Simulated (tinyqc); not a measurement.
# Finite-size error of a charged defect in a periodic cell: Madelung and Makov-Payne terms, step by step

A worked calculation. Computed by tinyqc, a small Python program that keeps every step. Command: `OMP_NUM_THREADS=1 python tinyqc.py 3000766 3000767 out.jsonl imagecharge walk`. One thread of a shared host (Intel(R) Xeon(R) Processor @ 2.30GHz), about 0.03 s of CPU time with the checks. Intermediate numbers are printed to about 5 digits and carried at full precision; extremes and crossings named in words are read from the listed rows.

L is the cube root of the cell volume. The defect charge is a Gaussian, rho(r) = q (2 pi sigma^2)^(-3/2) exp(-r^2/2 sigma^2), repeated periodically in a uniform neutralising background and screened by a continuum. The model cell energy is E(L) = E_0 + [periodic - isolated electrostatic energy].

Inputs (values chosen for the exercise, with screening close to that of beta-Ga2O3): charge q = -1 e; cell length L = 15.6 angstrom; dielectric constant eps = 10.1; width sigma of the defect charge = 1.6 angstrom; formation energy of the isolated defect E_0 = 4.591 eV.

Supercell lattice: bcc. Screening: isotropic.

scatter added to the six cells, standing for numerical noise (meV): [-0.35, -1.4, -1.4, -1.1, -0.2, -1.2]

Constants: e^2/(4 pi eps_0) = 14.39964548 eV angstrom.

## The cell

Cell vectors: (-1,1,1), (1,-1,1), (1,1,-1), scaled to volume L^3.

cell vectors (rows) (angstrom):
```
[[-9.8274, 9.8274, 9.8274],
 [9.8274, -9.8274, 9.8274],
 [9.8274, 9.8274, -9.8274]]
```

nearest image = 17.022 angstrom

## Madelung energy

Ewald sum for a unit point charge: scale each Cartesian component of the cell by 1/sqrt(eps_i), giving R', G' and V'; E = [ (1/2) sum erfc(eta R')/R' + (2 pi/V') sum exp(-G'^2/4 eta^2)/G'^2 - eta/sqrt(pi) - pi/(2 V' eta^2) ] e^2/(4 pi eps_0) / sqrt(eps_x eps_y eps_z), over n_i = -6..6, omitting n = (0,0,0), eta = 2/V'^(1/3). alpha = -2 E eps_g L/(e^2/(4 pi eps_0)), eps_g = (eps_x eps_y eps_z)^(1/3).

terms for a unit charge (eV): real space 0.00076, reciprocal 0.00626, self -0.10312, background -0.03589

Madelung constant alpha = 2.8885

point-charge correction -q^2 E = 0.13199 eV

## Energy of the smeared charge in the cell

Periodic energy of the Gaussian: (2 pi q^2/V) sum_(G != 0) exp(-sigma^2 G^2)/(G.eps.G) x e^2/(4 pi eps_0), n_i = -k..k with k = max(9, L/sigma rounded up). Isolated energy: q^2/(2 sqrt(pi) sigma) <1/(n.eps.n)> e^2/(4 pi eps_0), the mean over directions n, here 1/eps.

periodic energy = 0.12542 eV

isolated energy = 0.25137 eV

finite-size error = -0.12595 eV

E(L) = 4.4651 eV

## Makov-Payne correction

Second radial moment Q = q <r^2> = 3 q sigma^2; E(corrected) = E(L) + q^2 alpha e^2/(4 pi eps_0)/(2 eps L) - 2 pi q Q e^2/(4 pi eps_0)/(3 eps L^3). Errors left are the corrected energies less E_0.

Q = -7.68 e angstrom^2

third-order term = -0.0060405 eV

error left after the first term = 0.0060405 eV

error left after both terms = 0 eV

third-order over first-order term, in size = 0.045765

The point-charge term alone overcorrects by 0.00604 eV, 5 % of itself; both terms together are exact to 1e-7 eV, since the clouds do not overlap.

## A series of cells

Cells of the same shape with L scaled by 0.7, 0.85, 1, 1.25, 1.5 and 2; the scatter is added to E(L). The point-charge correction scales as 1/L from its value at the input L.

Scaling data:
```
L (angstrom)  1/L (1/angstrom)  E(L) (eV)  E(L) + point-charge correction (eV)
10.92                 0.091575     4.4197                               4.6083
13.26                 0.075415     4.4442                               4.5994
15.60                 0.064103     4.4637                               4.5956
19.50                 0.051282     4.4874                               4.5930
23.40                 0.042735     4.5046                               4.5926
31.20                 0.032051     4.5246                               4.5906
```

## Ways to reach the isolated limit

Least-squares fits of E(L) to a + b/L, a + c/L^3 or a + b/L + c/L^3; the estimate is a, and errors are against E_0.

Estimates of E_0:
```
way                              estimate (eV)  error (meV)
largest cell, uncorrected               4.5246      -66.440
largest cell, point-charge term         4.5906       -0.445
1/L fit, three smallest                 4.5653      -25.731
1/L fit, all six                        4.5798      -11.189
1/L^3 fit, all six                      4.5121      -78.874
1/L and 1/L^3, three smallest           4.5965        5.502
1/L and 1/L^3, all six                  4.5916        0.558
corrected data, 1/L^3 fit               4.5899       -1.064
```

coefficient b of the full fit = -2.1020 eV angstrom

Best here: largest cell, point-charge term (-0.4 meV); worst: 1/L^3 fit, all six (-79 meV). The fitted b is 102.1 % of the Madelung value -q^2 alpha e^2/(8 pi eps_0 eps_g), so such a fit also measures the screening. The three-term fit to three small cells has no spare point and magnifies the scatter. A pure 1/L fit lands below E_0, because the positive 1/L^3 term flattens the small-cell points.

Checks made by the program: the same sum with another eta (relative difference below 1e-10); both terms against the exact model when the clouds do not overlap (relative difference below 1e-10).
